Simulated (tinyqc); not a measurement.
## Resistance of a tapered via with liner, size effect and interface: via resistance against the interface resistivity at the bottom

A round via whose diameter grows from db at the bottom as D(z) = db + 2 z/tan(ang). The fill, of diameter D - 2 tl, starts above the bottom liner (thickness fb tl) and has rho = rho0 (1 + ks lam/(D - 2 tl)); the sidewall liner conducts in parallel with it. The bottom liner and the interface are crossed over the full area pi db^2/4. Spreading in the lines above and below is left out.

Slices between z0 = fb tl and hv, evaluated at their midpoints: conductance per length pi/4 [(D - 2 tl)^2/rho + (D^2 - (D - 2 tl)^2)/rl], slice resistance = slice height over that. 2000 slices. R_fill = sum of the slices; R_bottom = rl fb tl/(pi db^2/4); R_interface = ri/(pi db^2/4); ballistic (Sharvin) limit 1/(Sb pi (db - 2 tl)^2/4); ideal cylinder rho0 hv/(pi db^2/4).

Parameters, values chosen for the exercise; fill metal close to copper:
- db = 43 nm (diameter at the bottom)
- hv = 140 nm (height)
- ang = 88 degrees (sidewall angle)
- rho0 = 1.65 uohm cm (bulk resistivity of the fill)
- lam = 39 nm (mean free path of the fill)
- ks = 1.4 (size-effect factor)
- tl = 1.5 nm (liner on the sidewall)
- fb = 0.5 (liner at the bottom over that on the sidewall)
- rl = 230 uohm cm (resistivity of the liner)
- Sb = 1.1e15 S/m^2 (ballistic conductance per area, about 3/(4 rho0 lam))

The same in every row: R_fill (ohm) = 3.265; R_bottom (ohm) = 1.188; ballistic limit (ohm) = 0.7234.

Result of one run:
```
R_interface (ohm)	R (ohm)	R over ideal cylinder	largest part
0.1377	4.590	2.886	fill
```

Which interface resistivity at the bottom ri gave this result: 2e-12, 6e-12, 1e-11 or 3e-11 ohm cm^2?

ri = 2e-12 ohm cm^2.

The whole series:
```
ri (ohm cm^2)	R_interface (ohm)	R (ohm)	R over ideal cylinder	largest part
2e-13	0.01377	4.466	2.808	fill
5e-13	0.03443	4.487	2.821	fill
1e-12	0.06886	4.522	2.843	fill
2e-12	0.1377	4.590	2.886	fill
6e-12	0.4132	4.866	3.059	fill
1e-11	0.6886	5.141	3.232	fill
3e-11	2.066	6.519	4.098	fill
```

R rises from 4.47 to 6.52 ohm. The fill is the largest part at ri = 2e-13 and in all other rows. The share of the two bottom terms goes from 26.9 to 49.9 %.

Numbers from tinyqc (`OMP_NUM_THREADS=1 python tinyqc.py 2750103 2750104 out.jsonl`; about 0.01 s on one thread of a shared Intel Xeon 2.30GHz).
